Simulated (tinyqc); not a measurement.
From image to dissolution rate: chemically amplified photoresist: aerial image, acid generation, bake, development and line width. Computed by tinyqc, a small Python program. Command: `OMP_NUM_THREADS=1 python tinyqc.py 3030692 3030693 out.jsonl resist walk`. One thread of a shared host (Intel(R) Xeon(R) Processor @ 2.30GHz), about 0.02 s of CPU time with the checks.

Lines and spaces of pitch p with a two-beam-like image; x = 0 is the middle of the bright space. The resist is positive and treated as uniform in depth.

Inputs (values chosen for the exercise, for a model resist at 193 nm):
```
quantity                                         value     unit
pitch p                                            120       nm
image contrast c                                  0.68        -
mean dose E                                       12.7  mJ/cm^2
Dill parameter C                                 0.043  cm^2/mJ
quencher load q, relative to the acid generator  0.055        -
acid diffusivity D                                 1.1   nm^2/s
bake time t                                         90        s
amplification rate k_amp                          0.02      1/s
threshold protection m_th                         0.46        -
development selectivity n                           20        -
largest rate r_max                                 240     nm/s
smallest rate r_min                              0.067     nm/s
```

Method:
- Dose E(x) = E [1 + c cos(2 pi x/p)]; acid h = 1 - exp(-C E(x)).
- Bake: the acid image is blurred by a Gaussian of variance sigma^2 = 2 D t (each Fourier term k of h, taken on 64 points, is multiplied by exp(-4 pi^2 k^2 D t/p^2)).
- The quencher then removes q, h_eff = max(h_blurred - q, 0); protection m = exp(-k_amp t h_eff).
- Mack rate r = r_max (a + 1)(1 - m)^n/(a + (1 - m)^n) + r_min, a = ((n + 1)/(n - 1))(1 - m_th)^n.

Across half a pitch:
```
x/p   x (nm)  dose (mJ/cm^2)  blurred acid  protection m  rate (nm/s)
0.00       0          21.336       0.56074       0.40239   2.0958e+02
0.05       6          20.913       0.55384       0.40742   2.0479e+02
0.10      12          19.687       0.53346       0.42264   1.8611e+02
0.15      18          17.776       0.50070       0.44831   1.3959e+02
0.20      24          15.369       0.45763       0.48445   6.3351e+01
0.25      30          12.700       0.40747       0.53022   1.2747e+01
0.30      36          10.031       0.35472       0.58305   1.2927e+00
0.35      42           7.624       0.30482       0.63783   1.4061e-01
0.40      48           5.713       0.26363       0.68692   7.1000e-02
0.45      54           4.487       0.23643       0.72139   6.7388e-02
0.50      60           4.064       0.22692       0.73384   6.7155e-02
```

What does the comparison show, and why?

The dose varies by a factor 5.25 across the pattern and the rate by 3120.

Extremes, crossings and ranges named in words are read from the listed rows.
